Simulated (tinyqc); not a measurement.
# Inverter chain driving a load

N inverters, each f = Hc^(1/N) times larger than the one before: delay tau N (f + pp). Switched capacitance in units of the first input, with output capacitance pp times the input: Hc + (1 + pp)(Hc - 1)/(f - 1).

Values chosen for this exercise:
```
symbol,value,unit,meaning
Hc,430,,load over the input capacitance of the chain
pp,1,,parasitic delay of an inverter
tau,1.9,ps,delay unit
```

Results:
```
N      f  delay (ps)  switched capacitance
2  20.74       82.60                 473.5
3  7.548       48.72                 561.0
5  3.363       41.45                 793.1
6  2.747       42.72                 921.0
7  2.378       44.93                  1053
8  2.134       47.64                  1187
9  1.962       50.64                  1322
```

Estimate the missing row, N = 4.

Computed row:
```
N      f  delay (ps)  switched capacitance
4  4.554       42.21                 671.4
```

With this row back in the table: The delay goes from 82.6 through a minimum of 41.4 (at N = 5 among the rows listed) to 50.6 ps. The best stage effort solves pp + rho (1 - ln rho) = 0, rho = 3.59, which gives N = ln Hc/ln rho = 4.74. One stage fewer than the best costs 1.8 % in delay and saves 15 % of the switched capacitance.

tinyqc, about 0.01 s, one thread, Intel Xeon 2.30GHz (shared host): `OMP_NUM_THREADS=1 python tinyqc.py 2082179 2082180 out.jsonl`
